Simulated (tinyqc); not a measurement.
From results back to parameters: overlap of hydrogenic dopants: pairs, impurity band and the Mott density. Three cases, with inputs chosen for the exercise.

Problem. Ry* = Ry m/eps^2, aB = a0 eps/m, and the Mott density is (0.26/aB)^3 (1/angstrom^3 = 1e24/cm^3). Binding energy and critical density come from a hidden mass and dielectric constant.

Constants: Ry = 13.60569312 eV; a0 (Bohr radius) = 0.5291772105 angstrom.

Find: aB; eps; m.

Method. aB = 0.26/n^(1/3); the product Ry* aB = Ry a0/eps gives eps, and m = a0 eps/aB.

Case 1.

binding energy = 54.69489 meV
critical density = 7.705393e+18 1/cm^3

Solution.

aB = 13.16 angstrom
eps = 10.00
m = 0.402 m0

Case 2.

binding energy = 5.07646 meV
critical density = 1.449418e+16 1/cm^3

Solution.

aB = 106.64 angstrom
eps = 13.30
m = 0.066 m0

Case 3.

binding energy = 5.74188 meV
critical density = 1.783321e+16 1/cm^3

Solution.

aB = 99.52 angstrom
eps = 12.60
m = 0.067 m0

Computed by tinyqc, one run a case: `OMP_NUM_THREADS=1 python tinyqc.py N N+1 out.jsonl` with N = 1450674, 1450694, 1450768; one thread of a shared Intel(R) Xeon(R) Processor @ 2.30GHz, about 0.01 s a run at most.
